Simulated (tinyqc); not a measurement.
# Off-state leakage of single and stacked transistors: leakage components against the temperature

n-channel devices of unit width. Subthreshold current I(Vg, Vs, Vd) = I0 (T/300 K)^0.5 exp[(Vg - Vs - VT(T) - gb (Vs - Vb) + dd (Vd - Vs))/(nf Vt)] (1 - exp(-(Vd - Vs)/Vt)), VT(T) = VT - cT (T - 300 K). Gate-edge tunnelling Ig (Vd/1 V) exp(ag (Vd - 1 V)), for a gate at 0 V, and band-to-band leakage Ab u exp(-Bb/u), u = Vd - Vb + 1 V, flow at a drain held at V; both are taken as independent of T. In a stack of off transistors (all gates at 0 V) the same subthreshold current passes through each.

One transistor with Vg = Vs = 0, Vd = V; stack factor I(one)/I(two in series).

Inputs (values chosen for the exercise); values of the order met in bulk silicon logic transistors:
- V = 1.2 V (supply voltage)
- VT = 0.33 V (threshold at 300 K, zero drain and body bias)
- cT = 0.5 mV/K (fall of the threshold with temperature)
- I0 = 0.36 uA/um (current at threshold at 300 K)
- nf = 1.27 (slope factor)
- dd = 0.08 (drain-induced lowering per volt)
- gb = 0.11 (rise of the threshold per volt of source-body bias)
- Ig = 7e-5 uA/um (gate-edge tunnelling current at 1 V)
- ag = 4.8 1/V (exponential slope of the gate current)
- Ab = 20 uA/(um V) (prefactor of band-to-band leakage at the drain)
- Bb = 25 V (its exponential voltage)
- Vb = -0.6 V (body voltage)

Constants: q = 1.602176634e-19 C, kB = 1.380649e-23 J/K, Vt = kB T/q. Results are converted to the units shown.

The same in every row: gate edge (nA/um) = 0.21938; band-to-band (nA/um) = 7.4226.

Leakage components against the temperature:
```
T (K)	subthreshold (nA/um)	total (nA/um)	stack factor	largest part
250	0.0022797	7.6443	27.533	band-to-band
275	0.010665	7.6527	20.628	band-to-band
300	0.038723	7.6808	16.262	band-to-band
325	0.11567	7.7577	13.330	band-to-band
350	0.29635	7.9384	11.267	band-to-band
375	0.67132	8.3133	9.7578	band-to-band
400	1.3758	9.0179	8.6189	band-to-band
425	2.5962	10.238	7.7365	band-to-band
```

As T goes from 250 to 425, the total leakage rises from 7.64 to 10.2 nA/um. The band-to-band part leads at T = 250 and in all other rows. The subthreshold part doubles every 27.3 K between the last two rows. The reduction by a stack of two falls from 27.5 to 7.74, for the subthreshold part alone.

Program tinyqc, `OMP_NUM_THREADS=1 python tinyqc.py 2242152 2242153 out.jsonl`; Intel Xeon 2.30GHz, shared host, one thread, about 0.03 s.
